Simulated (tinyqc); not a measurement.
# Well width for a wanted wavelength

Problem. The layer is x parts of the first compound and 1 - x of the second, grown coherently on the third as substrate and barrier. Rows of the table: lattice constant a, average valence level Ea on an absolute scale, spin-orbit splitting so, gaps at Gamma, X and L, hydrostatic deformation potentials av and ac (Gamma), shear potential b, elastic constants, electron and heavy-hole (along z) masses. All are interpolated linearly in x; gaps get -C x (1 - x), taken wholly in the conduction band; real line-ups can differ from this model by 0.1 eV or more. In-plane strain e = (a_substrate - a)/a, e_z = -2 (c12/c11) e, volume change 2 e + e_z. With v = 2 e + e_z and d = 2 b (e_z - e): Eav = Ea + av v; E_hh = Eav + so/3 - d/2; E_lh = Eav - so/6 + d/4 + sqrt(so^2 + so d + 9 d^2/4)/2; E_c = Ea + so/3 + EG + ac v (Gamma). Substrate: E_v = Ea + so/3, E_c = E_v + EG. Well depths: dEc = E_c(substrate) - E_c, dEhh = E_hh - E_v(substrate), dElh likewise; strained Gamma gap E_c - max(E_hh, E_lh); positive values confine carriers in the layer. Lowest level of a finite well of width Lw and depth V: kw Lw/2 = arctan(sqrt((mw/mb)(V - E)/E)), kw = sqrt(mw E/C), C = hbar^2/(2 m0), for electrons (dEc) and heavy holes (dEhh), mb from the substrate; transition E_c - E_hh + both levels, without exciton binding; wavelength h c/E. Find Lw and the two levels.

Parameters, values chosen for the exercise:
- x = 0.46 (fraction of the first compound in the layer)
- CG = 1.43 eV (bowing of the Gamma gap)
- CX = 1.2 eV (bowing of the X gap)
- CL = 1.2 eV (bowing of the L gap)

Constants: q = 1.602176634e-19 C, hbar = 1.054571817e-34 J s, h = 6.62607015e-34 J s, m0 = 9.1093837015e-31 kg, c = 299792458 m/s, hbar^2/(2 m0) = 0.0380998212 eV nm^2. Results are converted to the units shown.

Binary compounds, values chosen for the exercise:

|  | close to GaSb | close to GaAs | close to InP |
|---|---|---|---|
| a (angstrom) | 6.096 | 5.653 | 5.869 |
| Ea (eV) | -6.25 | -6.92 | -7.04 |
| so (eV) | 0.753 | 0.343 | 0.109 |
| EG (eV) | 0.719 | 1.43 | 1.33 |
| EX (eV) | 1.04 | 1.89 | 2.22 |
| EL (eV) | 0.801 | 1.71 | 1.94 |
| av (eV) | 0.782 | 1.17 | 1.26 |
| ac (eV) | -6.86 | -7.25 | -4.96 |
| b (eV) | -1.99 | -1.72 | -1.7 |
| c11 (GPa) | 88.4 | 119 | 102 |
| c12 (GPa) | 39.8 | 53.2 | 56 |
| me (m0) | 0.039 | 0.0662 | 0.0802 |
| mh (m0) | 0.25 | 0.354 | 0.536 |

wavelength = 1623.6910 nm

Answer. Both levels fall steadily as the well widens, so the wavelength rises steadily and one width matches.

Lw = 9.000 nm
electron level = 15.42 meV
heavy-hole level = 11.71 meV

Program tinyqc, `OMP_NUM_THREADS=1 python tinyqc.py 2690072 2690073 out.jsonl`; Intel Xeon 2.30GHz, shared host, one thread, about 0.03 s.
